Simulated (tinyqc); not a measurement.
Worked calculation: Pariser-Parr-Pople SCF with singles CI, for the molecule O=c1cccccc1 (SMILES; centres numbered as the heavy atoms are written). One step of it, computed by the program tinyqc.

Question. PPP integrals. Mataga-Nishimoto: gamma = 14.399645/(R + a), a = 2 x 14.399645/(gamma_rr + gamma_ss); H_rr = -W_r - sum_(s != r) z_s gamma_rs; H_rs = beta for bonds.

Centres (angstrom, eV; a flat drawing with bonds scaled to 1.40 angstrom):
```
centre          x          y  core charge z          W   gamma_rr
1O       2.637000   0.000000              1  17.700000  15.200000
2C       1.237000   0.000000              1  11.160000  11.130000
3C       0.629000   1.261000              1  11.160000  11.130000
4C      -0.736000   1.573000              1  11.160000  11.130000
5C      -1.830000   0.700000              1  11.160000  11.130000
6C      -1.830000  -0.700000              1  11.160000  11.130000
7C      -0.736000  -1.573000              1  11.160000  11.130000
8C       0.629000  -1.261000              1  11.160000  11.130000
```

Resonance integrals (eV):
```
i  j       beta
1  2  -2.250000
2  3  -2.140000
3  4  -2.140000
4  5  -2.140000
5  6  -2.140000
6  7  -2.140000
7  8  -2.140000
8  2  -2.140000
```

Give: repulsion gamma_rs; core matrix H.

Answer.

repulsion gamma_rs (eV), lower triangle:
```
        1O      2C      3C      4C      5C      6C      7C      8C
1O  15.200
2C   5.774  11.130
3C   4.156   5.346  11.130
4C   2.990   3.772   5.345  11.130
5C   2.564   3.243   3.774   5.346  11.130
6C   2.564   3.243   3.244   3.773   5.346  11.130
7C   2.990   3.772   3.244   3.243   3.773   5.346  11.130
8C   4.156   5.346   3.774   3.244   3.244   3.774   5.345  11.130
```

core matrix H (eV), lower triangle:
```
         1O       2C       3C       4C       5C       6C       7C       8C
1O  -42.895
2C   -2.250  -41.657
3C    0.000   -2.140  -40.042
4C    0.000    0.000   -2.140  -38.874
5C    0.000    0.000    0.000   -2.140  -38.450
6C    0.000    0.000    0.000    0.000   -2.140  -38.450
7C    0.000    0.000    0.000    0.000    0.000   -2.140  -38.874
8C    0.000   -2.140    0.000    0.000    0.000    0.000   -2.140  -40.042
```
